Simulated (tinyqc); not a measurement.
Specific resistance of a metal-semiconductor contact and its transmission-line measurement: one step, computed by the program tinyqc.

The barrier is parabolic (depletion approximation), energies E are normal energies counted from the band edge in the neutral semiconductor (downwards for holes), and the bias is zero. xi is an input, held fixed when other inputs move.

Problem. Tunnelling energy and barrier. E_00 = (e hbar/2) sqrt(N/(eps eps_0 m)); band bending E_b = phi_B + xi; depletion width w = sqrt(2 eps eps_0 E_b/(e^2 N)). Image lowering d_phi = (e^3 N E_b/(8 pi^2 (eps eps_0)^3))^(1/4) (E_b in volts), and E_b - d_phi replaces E_b everywhere except in w.

Inputs (values chosen for the exercise, modelled on n-type germanium):
```
quantity,value,unit
tunnelling mass m,0.12,m_0
permittivity eps,16,-
barrier height phi_B,0.54,eV
doping N,1.7e+19,1/cm^3
"Fermi level above the band edge in the bulk, xi",0.028,eV
temperature T,300,K
```

Image-force lowering: included.

Constants: hbar = 1.054571817e-34 J s; eps_0 = 8.8541878128e-12 F/m; m_0 = 9.1093837015e-31 kg; k_B = 8.617333262e-05 eV/K; e = 1.602176634e-19 C.

Give: E_00; E_00/k_B T; depletion width; barrier used, above the bulk band edge.

Solution.

E_00 = 55.25 meV

E_00/k_B T = 2.137

depletion width = 7.687 nm

barrier used, above the bulk band edge = 0.4527 eV

By the usual rule this is thermionic-field emission (0.5 to 5 k_B T).
